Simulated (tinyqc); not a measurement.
Thermal stress, cracking, delamination and buckling of a thin film; Griffith cracks and misfitting inclusions: one step, computed by the program tinyqc.

Isotropic linear elasticity; the substrate is much thicker than the film; stress is positive in tension.

Question. Channel cracks and edge delamination. Channel crack through the film: G = pi g G0, critical thickness where G = Gamma_f. Steady delamination from an edge: G = G0, critical thickness where G = Gamma_i.

Inputs (values chosen for the exercise, modelled on a copper film on silicon):

| quantity | value | unit |
|---|---|---|
| film Young's modulus E | 119 | GPa |
| deposition temperature T_d | 675 | K |
| final temperature T | 300 | K |
| film thickness h | 0.07 | micrometre |
| film toughness Gamma_f | 6.56 | J/m^2 |
| interface toughness Gamma_i | 1.1 | J/m^2 |

factor g = 1.171886

G0 = 0.1234752 J/m^2

Give: driving force for channelling; critical thickness for channelling; critical thickness for delamination.

Answer.

driving force for channelling = 0.45458 J/m^2

critical thickness for channelling = 1.0102 micrometre

critical thickness for delamination = 0.62361 micrometre

As the film thickens, delamination comes first. At h the film is safe against both. Caution: at a stress above 0.4 % of E a ductile film would yield, and the elastic value is then an upper bound; a brittle film in tension cracks instead. Caution: plastic flow makes a ductile metal film far tougher than the brittle value used here.
